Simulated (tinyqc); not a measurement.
# On-chip interconnect, size-dependent resistivity and RC delay: two studies

A rectangular line between two neighbours and two ground planes. Surface and grain-boundary scattering are added to the bulk resistivity as corrections; capacitances are parallel-plate values without fringing; inductance is ignored.

Parameters, values chosen for the exercise; metal values close to those of cobalt: bulk resistivity rho0 = 6.02 uohm cm; bulk mean free path lam = 11.7 nm; specular share of surface scattering ps = 0.2; reflection coefficient of grain boundaries Rg = 0.39; grain size over the metal width gr = 0.7; drawn line width wd = 40 nm; aspect ratio, height over width AR = 1.4; liner on both walls and the bottom, not conducting tl = 1 nm; space to the neighbouring lines sp = 40 nm; dielectric height to the planes above and below hd = 83 nm; relative permittivity of the dielectric ek = 4.2; Miller factor of the neighbours Mf = 2; line length Lw = 400 um; driver resistance Rd = 1200 ohm; load capacitance Cl = 0.79 fF; bulk resistivity of the second metal (close to ruthenium) rho2 = 7.95 uohm cm; mean free path of the second metal lam2 = 6.79 nm; liner of the second metal tl2 = 0.1 nm.

Constants: eps0 = 8.8541878128e-12 F/m. Results are converted to the units shown.

Each table varies one quantity; the others keep the values above.

## Delay against the aspect ratio

Metal width x = wd - 2 tl, height y = AR wd - tl; grain boundaries (Mayadas-Shatzkes): al = (lam/(gr x)) Rg/(1 - Rg), g = 1/[1 - 3 al/2 + 3 al^2 - 3 al^3 ln(1 + 1/al)] - 1; surfaces (Fuchs-Sondheimer, thick limit): s = (3/8) lam (1 - ps)(1/x + 1/y); rho = rho0 (1 + g + s); r = rho/(x y); c = eps0 ek (2 wd/hd + 2 Mf AR wd/sp). Elmore delay tE = Rd (c Lw + Cl) + r Lw (c Lw/2 + Cl); t50 is the time at which the far end of a ladder of 30 pi sections (half capacitances at both ends, Cl at the far end, a step applied through Rd) reaches half the step; line share r Lw/(Rd + r Lw); estimate 0.69 Rd (c Lw + Cl) + 0.38 r c Lw^2 + 0.69 r Lw Cl.

Delay against the aspect ratio:
```
AR   rho (uohm cm)  r (ohm/um)  c (fF/um)  tE (ps)  t50 (ps)  estimate (ps)  line share of the resistance (%)
0.8          9.666       82.06     0.1548     1118     846.2          842.3                             96.47
1.2          9.434       52.82     0.2143     1026     776.7          771.5                             94.63
1.6          9.320       38.93     0.2738    997.6     754.5          748.0                             92.85
2            9.252       30.82     0.3333    992.6     750.1          742.4                             91.13
2.4          9.207       25.50     0.3928    999.1     754.4          745.5                             89.48
2.8          9.175       21.75     0.4523     1012     763.4          753.4                             87.88
3.2          9.151       18.96     0.5118     1029     775.4          764.4                             86.34
3.6          9.132       16.81     0.5713     1049     789.3          777.3                             84.85
4            9.117       15.09     0.6308     1070     804.5          791.7                             83.42
```

What does the comparison show?

As AR goes from 0.8 to 4, r falls from 82.1 to 15.1 ohm/um, c rises from 0.155 to 0.631 fF/um and t50 goes from 846 through a minimum of 750 (at AR = 2 among the rows listed) to 804 ps. t50/tE lies between 0.752 and 0.757, and the estimate is within 1.6 % of t50. A taller line lowers r but raises the coupling to its neighbours, which gives the minimum.

## Two metals against line width

Metal width x = wd - 2 tl, height y = AR wd - tl; grain boundaries (Mayadas-Shatzkes): al = (lam/(gr x)) Rg/(1 - Rg), g = 1/[1 - 3 al/2 + 3 al^2 - 3 al^3 ln(1 + 1/al)] - 1; surfaces (Fuchs-Sondheimer, thick limit): s = (3/8) lam (1 - ps)(1/x + 1/y); rho = rho0 (1 + g + s); r = rho/(x y). The second metal has rho2, lam2 and tl2 in place of rho0, lam and tl; ps, Rg, gr and AR are shared.

Two metals against line width:
```
wd (nm)  rho, first (uohm cm)  rho, second (uohm cm)  r, first (ohm/um)  r, second (ohm/um)  ratio second/first
5                      45.527                 27.747              25293              8377.7             0.33123
6.5                    32.715                 23.106             8975.3              4075.1             0.45404
8                      26.221                 20.240             4284.5              2337.7             0.54563
10                     21.300                 17.775             2048.0              1304.8             0.63712
13                     17.232                 15.512             910.80              669.53             0.73510
17                     14.311                 13.742             418.46              345.15             0.82481
22                     12.285                 12.437             206.12              185.83             0.90154
30                     10.532                 11.252             91.746              90.114             0.98221
45                     8.9874                 10.162             33.711              36.062              1.0697
70                     7.9140                 9.3791             11.998              13.725              1.1439
120                    7.1216                 8.7880             3.6139              4.3690              1.2089
```

What does the comparison show?

The resistivity of the first metal falls from 45.5 to 7.12 uohm cm and that of the second goes from 27.7 to 8.79 uohm cm as the line widens. The products rho0 lam, which set the size effect, are 70.4 and 54.0 uohm cm nm. The two resistances cross at wd = 32.4 nm: below it the second metal gives the lower line resistance. For widths well under the mean free path the thick-limit surface term is only a guide.

tinyqc, about 0.01 s, one thread, Intel Xeon 2.30GHz (shared host): `OMP_NUM_THREADS=1 python tinyqc.py 2100142 2100143 out.jsonl`
